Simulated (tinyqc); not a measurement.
Small-signal admittance of a forward-biased p+-n diode: one step of the calculation.

Holes injected into a neutral base of width wb with an ohmic contact at its end; low injection, p0 far above the equilibrium density. A small voltage v exp(i w t), w = 2 pi f, modulates the edge density by p0 v/Vt, and the small-signal density obeys Dp d2p/dx2 = (1/tau + i w) p.

Question. Closed-form admittance. L = sqrt(Dp tau); direct current J = (q Dp p0/L) coth(wb/L); k = sqrt(1 + i w tau)/L; diffusion admittance Y = (q Dp p0/Vt) k coth(k wb) = G + i w C_diff; junction capacitance C_j = sqrt(q eps0 eps_r Nd/(2 Vr)) in the depletion approximation, with the remaining barrier Vr = Vt ln(Na/p0), a rough value under forward bias; base-width modulation is left out.

Values chosen for this exercise; permittivity close to that of gallium arsenide:
- T = 350 K (temperature)
- eps_r = 12.9 (relative permittivity)
- Nd = 1.4e15 cm^-3 (donor density of the base)
- Dp = 9.6 cm^2/s (hole diffusion coefficient)
- tau = 3e-9 s (hole lifetime)
- wb = 2 um (width of the neutral base)
- p0 = 2e13 cm^-3 (excess hole density at the junction edge)
- Na = 8e18 cm^-3 (acceptor density of the p+ side)
- f = 7e6 Hz (signal frequency)

Constants: q = 1.602176634e-19 C, kB = 1.380649e-23 J/K, Vt = kB T/q, eps0 = 8.8541878128e-14 F/cm where lengths are in cm. Results are converted to the units shown.

Give: L; J; k wb; Y; C_diff; C_j.

Answer.

L = 1.6971 um
J = 0.21919 A/cm^2
k wb = 1.1811+0.0776i
Y = 7.2700+0.2634i S/cm^2
C_diff = 0.0059896 uF/cm^2
C_j = 0.018146 uF/cm^2

G is 1.00 times its low-frequency value J/Vt, and C_diff is 0.330 times C_j.

Program tinyqc, `OMP_NUM_THREADS=1 python tinyqc.py 2890111 2890112 out.jsonl`; Intel Xeon 2.30GHz, shared host, one thread, about 0.01 s.
